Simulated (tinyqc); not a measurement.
# Worked calculation: absorption edge of a degenerate semiconductor, band filling against gap narrowing

Numbers from tinyqc (`OMP_NUM_THREADS=1 python tinyqc.py 2330005 2330006 out.jsonl`; about 0.01 s on one thread of a shared Intel Xeon 2.30GHz). Printed values are rounded.

n-type, parabolic bands, full ionisation. eta = (EF - Ec)/kB T solves N = Nc F12(eta), F12(x) = (2/sqrt(pi)) int_0^infinity sqrt(u)/(1 + exp(u - x)) du. The gap shrinks rigidly by dEg = a3 y^(1/3) + a4 y^(1/4) + a2 y^(1/2), y = N/1e18 cm^-3, an empirical law that is here taken as the true narrowing.

Inputs (values chosen for the exercise); band and dielectric values close to those of indium phosphide:
```
symbol    value   unit                                              meaning
T           300      K                                          temperature
Eg         1.33     eV                                             band gap
Nc      5.65e17  cm^-3  conduction-band density of states at 300 K, from me
me       0.0797     m0                                        electron mass
mh        0.595     m0                                            hole mass
N        1.2e18  cm^-3                                ionised donor density
a3         19.1    meV                        coefficient of (N/1e18)^(1/3)
a4          2.3    meV                        coefficient of (N/1e18)^(1/4)
a2          4.2    meV                        coefficient of (N/1e18)^(1/2)
```

Constants: q = 1.602176634e-19 C, kB = 1.380649e-23 J/K, h = 6.62607015e-34 J s, c = 299792458 m/s, Vt = kB T/q. Results are converted to the units shown.

Range of the model: Band tails, non-parabolic bands and incomplete ionisation are left out.

## Iteration 1: Fermi level

eta at the start (Boltzmann value) = 0.7533

Newton step on ln F12(eta) = ln(N/Nc): eta(new) = eta - ln(Nc F12/N) F12/Fm, Fm(x) = dF12/dx = (1/sqrt(pi)) int_0^infinity u^(-1/2)/(1 + exp(u - x)) du.

F12 = 1.33579
Fm = 0.917680
eta after iteration 1 = 1.42831

## Course of the iteration

Stop when eta changes by less than 1e-9.

Course of the iteration:

| iteration | eta | change |
|---|---|---|
| 1 | 1.42831 | 0.675 |
| 2 | 1.48282 | 0.0545 |
| 3 | 1.48317 | 3.44e-4 |
| 4 | 1.48317 | 1.36e-8 |
| 5 | 1.48317 | 0 |

Converged in 5 iterations.

## The optical edge

converged eta = 1.48317

Vertical transitions need an empty final state: the edge is taken where the state lies 4 kB T below EF, E_opt = Eg - dEg + (1 + me/mh) max(eta - 4, 0) kB T; wavelength h c/(q E_opt).

dEg = 27.3049 meV
EF - Ec = 38.3428 meV
filling shift = 0 meV
E_opt = 1.30270 eV
wavelength = 951.751 nm

The edge lies 27.3 meV below the undoped gap: narrowing outweighs filling.
